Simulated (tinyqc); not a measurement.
# Solubility, supersaturation, precipitation and gettering of an impurity in a silicon-like host, step by step

A worked calculation. Computed by tinyqc, a small Python program that keeps every step. Command: `OMP_NUM_THREADS=1 python tinyqc.py 3022866 3022867 out.jsonl ripen walk`. One thread of a shared host (Intel(R) Xeon(R) Processor @ 2.30GHz), about 0.01 s of CPU time with the checks. Intermediate numbers are printed to about 6 digits and carried at full precision; extremes and crossings named in words are read from the listed rows.

The wafer was saturated at T1 and is then held at T.

Inputs (values chosen for the exercise, modelled on copper in silicon):
```
quantity,value,unit
site density N0,5e+22,1/cm^3
enthalpy of solution H,1.53,eV
entropy of solution S,2.3,k_B
diffusion prefactor D0,0.0041,cm^2/s
migration energy Q,0.418,eV
temperature of saturation T1,1450,K
anneal temperature T,799,K
sink density n,8.1e+08,1/cm^3
initial sink radius r0,2.6,nm
impurity density in the precipitate C_p,2.1e+22,1/cm^3
interface energy gamma,0.26,J/m^2
anneal time t,2.7,s
wafer thickness w,200,micrometre
```

Gettering: relaxation gettering at sinks.

Constants: k_B = 8.617333262e-05 eV/K; k_B = 1.380649e-23 J/K.

## Solubility, diffusivity, supersaturation

C_eq(T) = N0 exp(S/k_B - H/(k_B T)); D(T) = D0 exp(-Q/(k_B T)); C0 = C_eq(T1). Supersaturation s = C0/C_eq(T); critical radius r* = 2 gamma/(C_p k_B T ln s); barrier W* = (4 pi/3) gamma r*^2. Strain energy is left out.

C0 = 2.39890e+18 1/cm^3

C_eq(T) = 1.11483e+14 1/cm^3

D(T) = 9.46682e-06 cm^2/s

supersaturation s = 21518.1

critical radius r* = 0.224993 nm

W*/(k_B T) = 4.99770

Sinks of radius r0 are above r* and grow. The barrier is low enough for new nuclei to form. Caution: the barrier to homogeneous nucleation is below 35 k_B T for these inputs, so new precipitates would form and outnumber the fixed sinks assumed here. Caution: a critical radius of atomic size is outside the capillary model.

## Ham's law for sinks of fixed radius

tau0 = 1/(4 pi n r0 D); C_fixed(t) = C_eq + (C0 - C_eq) exp(-t/tau0). If all excess precipitates, the final radius is r_f = [r0^3 + 3 (C0 - C_eq)/(4 pi n C_p)]^(1/3), with tau_f = 1/(4 pi n r_f D).

tau0 = 39.9142 s

C_fixed(t) = 2.24200e+18 1/cm^3

final radius r_f = 322.899 nm

tau_f = 0.321392 s

The sinks grow 124.2 times, so the fixed radius underrates the later rate.

## Growing precipitates

Growing sinks: with y = r/r_f and y0 = r0/r_f, dy/dt = (1 - y^3)/(3 tau_f y), which integrates to t/tau_f = F(y) - F(y0), F(y) = (1/2) ln[(1 + y + y^2)/(1 - y)^2] - sqrt(3) arctan[(2y + 1)/sqrt(3)]; the share of the excess left is (1 - y^3)/(1 - y0^3), and C(t) = C_eq + (C0 - C_eq) x share.

radius at t = 322.848 nm

share of the excess left = 4.71213e-04

C(t) with growing sinks = 1.24182e+15 1/cm^3

100.0 % of the excess has precipitated.

## Denuded zone

Near a surface held at C_eq(T) the excess decays by out-diffusion over sqrt(D t) and by capture over L_s = sqrt(D tau_f) = (4 pi n r_f)^(-1/2); the shorter length sets the depth from which the surface draws.

sqrt(D t) = 50.5573 micrometre

capture length L_s = 17.4429 micrometre

L_s/w = 0.0872146

The sinks catch the impurity before it reaches a surface, except within L_s of it.

## The best anneal temperature for the time t

C_eq(T) = N0 exp(S/k_B - H/(k_B T)); D(T) = D0 exp(-Q/(k_B T)); C0 = C_eq(T1). r_f = [r0^3 + 3 (C0 - C_eq)/(4 pi n C_p)]^(1/3), tau_f = 1/(4 pi n r_f D).

Dissolved share after t:
```
T (K),C_eq/C0,tau_f (s),C(t)/C0
652,3.10000e-07,1.26320,2.27859e-01
754,1.23376e-05,0.46173,6.05614e-03
870,2.84955e-04,0.19584,2.87114e-04
986,3.14405e-03,0.10173,3.14405e-03
1102,2.09259e-02,0.06097,2.09259e-02
1218,9.70687e-02,0.04119,9.70687e-02
1320,2.99415e-01,0.03295,2.99415e-01
1392,6.00376e-01,0.03286,6.00376e-01
```

The lowest dissolved share among these rows is 2.9e-4 at 870 K. Above it solubility sets the floor; below it diffusion is too slow for this time. Solubility falls with H = 1.53 eV and diffusion with Q = 0.418 eV.

Checks made by the program: radius against numerical integration (relative difference below 1e-10).
